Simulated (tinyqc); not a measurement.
Changing the time step dt: finite-difference solution of the diffusion equation on a small grid. Computed by tinyqc, a small Python program. Command: `OMP_NUM_THREADS=1 python tinyqc.py 3001458 3001459 out.jsonl fdiff sweep`. One thread of a shared host (Intel(R) Xeon(R) Processor @ 2.30GHz), about 0.01 s of CPU time with the checks.

dC/dt = D d2C/dx2 on nodes x_j = j dx, j = 0..9; the far end is sealed.

Inputs (values chosen for the exercise): diffusivity D = 0.066 nm^2/s; grid spacing dx = 10 nm; final time t_f = 4320 s; loss velocity h = 0.0015 nm/s.

Boundary at x = 0: surface loss. Scheme: explicit.

start values C_j, j = 0, 1, ... (% of a reference): [8.12, 31.2, 58.5, 100, 56.1, 32.6, 1.9, 0, 0, 0]

Method:
- The operator M acts as (M C)_j = C_(j-1) - 2 C_j + C_(j+1); at the sealed far end a mirror node gives 2 C_(N-2) - 2 C_(N-1); at j = 0, the outward flux h C_0 gives 2 C_1 - (2 + 2 h dx/D) C_0.
- r = D dt/dx^2.
- With r = D dt/dx^2: (1 - theta r M) C(new) = (1 + (1 - theta) r M) C(old); theta = 0 explicit, 1 implicit, 1/2 Crank-Nicolson.
- The run takes n = round(t_f/dt) steps of length t_f/n.
- The dose is the trapezoidal sum of C dx; the error is the largest difference from exp(M D t/dx^2) C(0), the exact time evolution on the same grid.

One run for each value:
```
time step dt (s)  largest error at t_f (%)  mesh ratio r  final C_5 (%)  final dose (% nm)
16.875                               0.034        0.0111          32.31               2663
33.750                               0.069        0.0223          32.31               2663
67.500                               0.137        0.0445          32.31               2663
135.000                              0.273        0.0891          32.30               2663
270.000                              0.541        0.1782          32.28               2663
540.000                              1.049        0.3564          32.23               2662
```

What does the table show, and why?

Over the rows, largest error at t_f (%) rises from 0.0344 to 1.05 (exponent d ln y / d ln x about 0.99 throughout). The exponent of largest error at t_f stays between 0.95 and 1.00, near 1: first order in the step.

Extremes, crossings and ranges named in words are read from the listed rows.
